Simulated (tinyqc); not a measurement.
# Worked calculation: ballistic Schottky-barrier transistor with a two-dimensional channel, WKB contacts

Program tinyqc, `OMP_NUM_THREADS=1 python tinyqc.py 2390147 2390148 out.jsonl`; Intel Xeon 2.30GHz, shared host, one thread, about 0.3 s. Printed values are rounded.

Source Fermi level 0, drain Fermi level -Vd. Far from the contacts Ec = pn - psi, and the gate moves psi one to one; the band edges relax as exp(-x/lam) from pn at the source and pn - Vd at the drain; Ev = Ec - Eg. A carrier of energy w inside the channel band meets at a contact a barrier of height D (the contact edge beyond the channel edge): T = 1 for w >= D, else exp(-S), S = 4 lam sqrt(m/C) [sqrt(D - w) - sqrt(w) arctan sqrt((D - w)/w)], C = hbar^2/(2 m0). The two contacts combine as Ts Td/(Ts + Td - Ts Td).

Values chosen for this exercise; channel values close to those of a molybdenum disulphide layer:
- T = 300 K (temperature)
- Eg = 1.7 eV (band gap)
- pn = 0.11 eV (barrier for electrons at both contacts)
- mn = 0.47 m0 (electron mass)
- mp = 0.61 m0 (hole mass)
- g = 2 (valleys or subbands)
- lam = 1.8 nm (screening length at the contacts)
- Vd = 0.3 V (drain bias)
- ps = 0.26 V (band shift psi of the channel by the gate)
- w0 = 0.17 eV (energy of one carrier inside the channel band)
- wm = 0.44 eV (upper end of the grid)
- nE = 17 (points of the grid)

Constants: q = 1.602176634e-19 C, kB = 1.380649e-23 J/K, hbar = 1.054571817e-34 J s, h = 6.62607015e-34 J s, m0 = 9.1093837015e-31 kg, Vt = kB T/q, hbar^2/(2 m0) = 0.0380998212 eV nm^2. Results are converted to the units shown.

Range of the model: No scattering, image-force lowering, channel charge or band-to-band tunnelling; parabolic kappa overstates S deep in the gap.

## Band edges and barriers

Electrons: Ds = psi, Dd = psi - Vd, Es = Ec, Ed = Ec + Vd. Holes: Ds = -psi, Dd = Vd - psi, Es = -Ev, Ed = -Ev - Vd. The size of each current is taken; both flow from drain to source and add.

Ec = -0.15 eV
Ev = -1.85 eV
D for electrons (eV): source 0.260000, drain -0.040000
D for holes (eV): source -0.260000, drain 0.040000

A negative D is no barrier. Here the electrons carry the larger current.

## Transmission of one of the electrons

S and T at both contacts for w = w0, and the tunnelling distance lam ln(D/w) at the higher barrier.

S at the source = 1.02798
S at the drain = 0
combined T = 0.357727
tunnelling distance = 0.764790 nm

## Current of the electrons on a coarse grid

I/W = g (2 q^2/h) int T(w) [N(Es + w) - N(Ed + w)] dw with w the energy of motion along the channel, N(y) = (1/2 pi) sqrt(pi m kB T/C) Fm(-y/kB T), Fm(x) = (1/sqrt(pi)) int_0^infinity u^(-1/2)/(1 + exp(u - x)) du. Electrons: Ds = psi, Dd = psi - Vd, Es = Ec, Ed = Ec + Vd. Holes: Ds = -psi, Dd = Vd - psi, Es = -Ev, Ed = -Ev - Vd. The size of each current is taken; both flow from drain to source and add. Simpson's rule on nE equally spaced w from 0 to wm.

```
point	w (eV)	Ts	Td	T	size of the supply difference (1/um)
0	0.000000	2.51167e-6	1	2.51167e-6	426.303
1	0.027500	9.16071e-4	1	9.16071e-4	382.411
2	0.055000	0.00695482	1	0.00695482	331.839
3	0.082500	0.0275718	1	0.0275718	272.259
4	0.110000	0.0773742	1	0.0773742	202.323
5	0.137500	0.172604	1	0.172604	127.557
6	0.165000	0.324097	1	0.324097	64.7846
7	0.192500	0.528220	1	0.528220	27.1428
8	0.220000	0.758135	1	0.758135	10.1486
9	0.247500	0.954846	1	0.954846	3.60830
10	0.275000	1	1	1	1.25860
11	0.302500	1	1	1	0.436011
12	0.330000	1	1	1	0.150684
13	0.357500	1	1	1	0.0520330
14	0.385000	1	1	1	0.0179624
15	0.412500	1	1	1	0.00620023
16	0.440000	1	1	1	0.00214011
```

current = 410.188 uA/um

A converged quadrature gives 410.1 uA/um; this grid is 0.018 % above that. 2.20 % of it passes over both barriers, the rest tunnels. The other carrier adds 3.08e-24 uA/um.
